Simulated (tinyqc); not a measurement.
# Frequency dispersion of an accumulation capacitance by border traps, distributed model: what changes with what

Traps spread evenly through the insulator exchange electrons with the semiconductor by tunnelling, with tau(x) = t0 exp(2 ka x) at depth x from the interface. The admittance per area Y seen at depth x obeys dY/dx = -Y^2/(i w eps0 eox) + q Nb ln(1 + i w tau)/tau, with Y(0) = i w Cs and w = 2 pi f; the gate sees Y(tox) = G + i w C. Working variable y = Y/(i w), in uF/cm^2. Cox = eps0 eox/tox.

Inputs (values chosen for the exercise); permittivity close to that of aluminium oxide:
```
symbol   value         unit                                               meaning
eox       8.31                             relative permittivity of the insulator
tox        5.7           nm                                   insulator thickness
Cs        0.72      uF/cm^2             semiconductor capacitance in accumulation
Nb      3.2e18  cm^-3 eV^-1                               density of border traps
ka         4.5         1/nm  decay constant of the wave function in the insulator
t0        2e-9            s              time constant of a trap at the interface
f          1e5           Hz                                             frequency
```

Constants: q = 1.602176634e-19 C, eps0 = 8.8541878128e-14 F/cm where lengths are in cm. Results are converted to the units shown.

Each table varies one quantity; the others keep the values above.

## Capacitance and loss against frequency

Cox; trap-free value 1/(1/Cox + 1/Cs); response depth d = ln(1/(w t0))/(2 ka), where w tau = 1; lumped estimate: all traps within d act as C_bt = q Nb d placed at d/2, so C = 1/{1/[1/(1/Cs + d/(2 eps0 eox)) + C_bt] + (tox - d/2)/(eps0 eox)}. C and G from a fine integration; dispersion -d C/d log10 f over C, from f times and over 1.1. For a broad spread of time constants G/w is close to -(pi/2) dC/d ln w.

The same in every row: trap-free C (uF/cm^2) = 0.4622.

Result of one run:
```
f (Hz),d (nm),C (uF/cm^2),G/w (uF/cm^2),dispersion (% a decade),-(pi/2) dC/d ln w (uF/cm^2),lumped C (uF/cm^2)
1e7,0.2305,0.4697,0.003735,1.204,0.003858,0.4671
```

What becomes of these results when the frequency f is changed from 1e7 to 1e5 Hz, all else the same?

Result of the changed run:
```
f (Hz),d (nm),C (uF/cm^2),G/w (uF/cm^2),dispersion (% a decade),-(pi/2) dC/d ln w (uF/cm^2),lumped C (uF/cm^2)
1e5,0.7421,0.4815,0.004174,1.271,0.004174,0.4787
```

The whole series:
```
f (Hz),d (nm),C (uF/cm^2),G/w (uF/cm^2),dispersion (% a decade),-(pi/2) dC/d ln w (uF/cm^2),lumped C (uF/cm^2)
10,1.766,0.5079,0.004852,1.400,0.004850,0.5045
100,1.510,0.5009,0.004671,1.367,0.004670,0.4977
1000,1.254,0.4942,0.004499,1.334,0.004498,0.4912
10000,0.9980,0.4877,0.004334,1.302,0.004333,0.4848
1e5,0.7421,0.4815,0.004174,1.271,0.004174,0.4787
1e6,0.4863,0.4754,0.004009,1.240,0.004022,0.4728
1e7,0.2305,0.4697,0.003735,1.204,0.003858,0.4671
```

C falls from 0.5079 to 0.4697 uF/cm^2, towards the trap-free 0.4622; each decade of frequency removes ln 10/(2 ka) = 0.256 nm from the response depth. The dispersion falls from 1.40 to 1.20 % a decade and G/w falls from 0.00485 to 0.00373 uF/cm^2. G/w lies between 0.968 and 1.00 times -(pi/2) dC/d ln w, the relation for a broad spread of time constants.

## Effect of the semiconductor capacitance in accumulation

Same model as above.

The same in every row: d (nm) = 0.7421.

Effect of the semiconductor capacitance in accumulation:
```
Cs (uF/cm^2),C (uF/cm^2),G/w (uF/cm^2),dispersion (% a decade),-(pi/2) dC/d ln w (uF/cm^2),lumped C (uF/cm^2),trap-free C (uF/cm^2)
0.2,0.2059,0.006685,4.759,0.006686,0.2016,0.1732
0.39,0.3259,0.005518,2.482,0.005519,0.3223,0.2995
0.75,0.4931,0.004080,1.213,0.004081,0.4905,0.4744
1.4,0.6833,0.002709,0.5811,0.002709,0.6815,0.6716
2.8,0.8894,0.001540,0.2535,0.001538,0.8884,0.8835
5.4,1.045,8.779e-4,0.1227,8.746e-4,1.044,1.042
10,1.145,5.504e-4,0.06995,5.462e-4,1.144,1.143
20,1.213,3.709e-4,0.04422,3.661e-4,1.213,1.213
```

What does the comparison show, and why?

As Cs goes from 0.2 to 20, C rises from 0.206 to 1.21 uF/cm^2, the dispersion falls from 4.76 to 0.0442 % a decade and G/w falls from 0.00668 to 3.71e-4 uF/cm^2. The lumped estimate is 2.1 % below C in the first row and 0.024 % below it in the last. The same traps disperse C more when Cs is small, since they then add to the weaker series term.

Computed by the program tinyqc: `OMP_NUM_THREADS=1 python tinyqc.py 2202032 2202033 out.jsonl`, one thread of a shared Intel Xeon 2.30GHz, about 0.4 s for the whole run.
